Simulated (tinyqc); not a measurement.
# Koster-Slater impurity in a tight-binding band, by Green functions and by supercells, step by step

A worked calculation. Computed by tinyqc, a small Python program that keeps every step. Command: `OMP_NUM_THREADS=1 python tinyqc.py 3022190 3022191 out.jsonl kosterslater walk`. One thread of a shared host (Intel(R) Xeon(R) Processor @ 2.30GHz), about 0.06 s of CPU time with the checks. Intermediate numbers are printed to about 5 digits and carried at full precision; extremes and crossings named in words are read from the listed rows.

One orbital per site, e(k) = -2 t sum cos(k_i) over 3 direction(s), band from -6 t to 6 t, lattice constant 1. One site has the extra energy U. Spin is left out.

Inputs (values chosen for the exercise, for a model band):

| quantity | value | unit |
|---|---|---|
| hopping t | 0.61 | eV |
| impurity potential U | 3.04 | eV |
| supercell edge N | 4 | sites |
| energy inside the band E | -3.21 | eV |
| broadening eta | 0.061 | eV |
| impurity concentration c | 0.009 | per site |

Lattice: simple cubic.

Constants: hbar = 6.582119569e-16 eV s.

## The host Green function outside the band

Outside the band G0(E) = (1/pi) int_0^pi dk (2/(pi z)) K(16 t^2/z^2), z = E + 2 t cos k, K the complete elliptic integral with parameter m; 200 Gauss-Legendre points. A bound state solves 1/U = G0(E). Energies: 0.05, 0.2, 0.5, 1, 2, 4 and 8 t beyond the band edge on the side of U, rounded to four digits.

Scan on the side of U:

| E (eV) | G0 (1/eV) | 1/U - G0 (1/eV) |
|---|---|---|
| 3.690 | 0.38458 | -0.05563 |
| 3.782 | 0.35346 | -0.02451 |
| 3.965 | 0.31782 | 0.01112 |
| 4.270 | 0.27955 | 0.04940 |
| 4.880 | 0.23104 | 0.09791 |
| 6.100 | 0.17565 | 0.15330 |
| 8.540 | 0.12099 | 0.20796 |

G0 stays finite at the band edge, 0.252731/t in size, so binding needs |U| > 3.957 t.

## The bound state

Bisection in ln(distance from the edge) between 1e-5 t and |U| + t. Weight on the impurity site: -1/(U^2 dG0/dE), by a central difference with step min(1e-4 t, distance/30). Decay length along an axis: 1/arccosh(1 + distance/(2 t)).

level E_b = 3.8984 eV

distance from the band edge = 0.23842 eV

weight on the impurity site = 0.60433

decay length = 1.6249 sites

The state is compact: most of it sits on the impurity.

## Green function inside the band

Inside the band G0(z), z = E + i eta, comes from the chain form 1/(sqrt(y - 2t) sqrt(y + 2t)) (principal roots) at y = z + 2 t cos k + 2 t cos k', averaged over k and k' in (0, pi) with 200 Gauss-Legendre points each.

G0(E + i eta) = -0.41970-0.12591i 1/eV

## Scattering

T = U/(1 - U G0); phase shift delta = -arg(1 - U G0) in (-pi, pi]; host density of states -Im G0/pi; on the impurity -Im[G0/(1 - U G0)]/pi; lifetime of a band state hbar/(-2 c Im T).

T matrix = 1.2990-0.2185i eV

phase shift delta = -0.16663 rad

host density of states = 0.040080 1/eV

density of states on the impurity = 0.0075250 1/eV

scattering lifetime = 167.37 fs

The Born approximation would take Im T = U^2 Im G0 = -1.16 eV, 5.33 times the full value.

## The level in the supercell

In a periodic cell of N sites along each direction with Bloch vector K, the level solves 1/U = N^-d sum_k 1/(E - e(k)), k_i = (2 pi m_i + K_i)/N, m_i = 0..N-1; the outermost root on the side of U is taken (bisection). d is the number of directions. Gamma means K_i = 0, the zone corner K_i = pi, the quarter point K_i = pi/2. The error is measured against the isolated level E_b.

level at Gamma = 4.0044 eV

level at the corner = 3.8125 eV

level at the quarter point = 3.8948 eV

error at Gamma = 0.10602 eV

width between Gamma and the corner = 0.19192 eV

Images turn the level into a band 0.192 eV wide; the quarter point misses the isolated level by -0.0036 eV, far less than Gamma, because the leading hopping between images averages out there.

## Convergence with cell size

Even N; errors against the isolated level E_b, set to 0 below 1e-6 t.

Error of the level (eV):

| N | sites | Gamma | corner | quarter point |
|---|---|---|---|---|
| 2 | 8 | 6.7316e-01 | -8.5842e-01 | -8.5900e-02 |
| 4 | 64 | 1.0602e-01 | -8.5900e-02 | -3.5974e-03 |
| 6 | 216 | 2.1803e-02 | -1.5950e-02 | -2.1785e-04 |
| 8 | 512 | 4.6409e-03 | -3.5974e-03 | -1.4344e-05 |
| 10 | 1000 | 1.0352e-03 | -8.7110e-04 | -9.8859e-07 |
| 12 | 1728 | 2.4289e-04 | -2.1785e-04 | 0 |

The error at Gamma falls exponentially, between the last two resolved rows by exp(-0.725) per site against 1/(decay length) = 0.615; the rest is the power-law prefactor of the Green function. Gamma and the corner err in opposite directions. Among the sizes listed an error below 1 meV is first reached at N = 12 at Gamma; at the quarter point N = 6 is enough.

## Phase shift across the band

delta/pi = -arg(1 - U G0)/pi counts the states added below E (Friedel); host DOS = -Im G0/pi, DOS on the impurity = -Im[G0/(1 - U G0)]/pi; 13 evenly spaced energies from -(band edge + |U| + 2t) to +(band edge + |U| + 2t).

Across the spectrum:

| E (eV) | Re G0 (1/eV) | host DOS (1/eV) | DOS on the impurity (1/eV) | delta/pi |
|---|---|---|---|---|
| -7.92 | -0.13120 | 0.00035 | 0.0002 | -0.00076 |
| -6.60 | -0.16048 | 0.00053 | 0.0002 | -0.00109 |
| -5.28 | -0.20881 | 0.00096 | 0.0004 | -0.00178 |
| -3.96 | -0.31807 | 0.00305 | 0.0008 | -0.00471 |
| -2.64 | -0.44199 | 0.06921 | 0.0117 | -0.08750 |
| -1.32 | -0.47611 | 0.18678 | 0.0204 | -0.20049 |
| 0.00 | 0.00000 | 0.22909 | 0.0396 | -0.36354 |
| 1.32 | 0.47611 | 0.18678 | 0.0552 | -0.57822 |
| 2.64 | 0.44199 | 0.06921 | 0.1247 | -0.65261 |
| 3.96 | 0.31807 | 0.00305 | 1.5702 | -0.22976 |
| 5.28 | 0.20881 | 0.00096 | 0.0072 | -0.00796 |
| 6.60 | 0.16048 | 0.00053 | 0.0020 | -0.00317 |
| 7.92 | 0.13120 | 0.00035 | 0.0010 | -0.00176 |

delta/pi starts and ends near zero (-0.001 and -0.002): the impurity moves states but creates none. delta/pi is negative in the band, down to -0.65 among these rows (-1 just below the level for small eta), and the lost state returns at the level above the band (3.898 eV).

Checks made by the program: G0 at the level by a direct sum over directions (relative difference below 1e-10).
